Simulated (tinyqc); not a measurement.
Resistance of a source-drain extension with a graded tip: two steps of the calculation.

y runs along the channel, the gate covers y > 0. The doping is N0 for y < y0 and N0 10^(-(y - y0)/la) beyond, uniform over the depth xj. Sheet conductance s(y) = q mu(N) max(N - Nch, 0) xj + (for y > 0) ma Cox Vo, with mu(N) = u0 + (u1 - u0)/(1 + (N/Nr)^au) and Cox = eps0 eox/tox. Current is taken as one-dimensional; depletion of the tip, spreading and the contact are left out. The metallurgical junction lies at yj, where N = Nch.

Values chosen for this exercise; mobility law close to that of electrons in silicon: relative permittivity of the gate insulator (close to silicon dioxide) eox = 3.9; insulator thickness tox = 2.4 nm; active doping of the extension far from the gate N0 = 1.6e20 cm^-3; lateral abruptness la = 3.7 nm/decade; position under the gate where the fall begins (gate edge at 0) y0 = 2.4 nm; depth of the extension xj = 11 nm; channel doping Nch = 3e17 cm^-3; gate overdrive Vo = 0.74 V; mobility of the gate-induced layer ma = 220 cm^2/(V s); mobility at low doping u1 = 1414 cm^2/(V s); mobility at high doping u0 = 68.5 cm^2/(V s); reference doping Nr = 9.2e16 cm^-3; exponent au = 0.711; gate length Lg = 45 nm.

Constants: q = 1.602176634e-19 C, eps0 = 8.8541878128e-14 F/cm where lengths are in cm. Results are converted to the units shown.

Task 1. Sheet resistances and junction position. yj = y0 + la log10(N0/Nch); sheet resistance of the full extension 1/[q mu(N0)(N0 - Nch) xj] and of the gate-induced layer 1/(ma Cox Vo); metallurgical length Lg - 2 yj; ye is where the doped and the gate-induced conductances are equal.

Give: yj; sheet resistance of the extension; sheet resistance of the induced layer; metallurgical length; ye; N at ye.

Result 1.

yj = 12.490 nm
sheet resistance of the extension = 472.78 ohm/square
sheet resistance of the induced layer = 4269.2 ohm/square
metallurgical length = 20.020 nm
ye = 6.4832 nm
N at ye = 1.2605e19 cm^-3

The gate takes over 6.01 nm before the junction, where N is still 42.0 times the channel doping.

Task 2. Resistance of the overlapped part. Midpoint rule on 10 equal steps from 0 to yj: R_ov = sum h/s(y), per width.

Give: y; N; doped conductance; sheet resistance; R_ov.

Result 2.

```
point,y (nm),N (cm^-3),doped conductance (uS),sheet resistance (ohm/square)
0,0.62449,1.6000e20,2115.1,425.64
1,1.8735,1.6000e20,2115.1,425.64
2,3.1225,1.0206e20,1392.4,614.77
3,4.3715,4.6913e19,692.54,1079.0
4,5.6205,2.1564e19,358.74,1686.4
5,6.8694,9.9120e18,195.01,2329.6
6,8.1184,4.5561e18,110.64,2899.6
7,9.3674,2.0943e18,63.269,3361.3
8,10.616,9.6265e17,32.907,3743.3
9,11.865,4.4249e17,10.053,4093.5
```

R_ov = 25.803 ohm um

Computed by the program tinyqc: `OMP_NUM_THREADS=1 python tinyqc.py 2282057 2282058 out.jsonl`, one thread of a shared Intel Xeon 2.30GHz, about 0.03 s for the whole run.
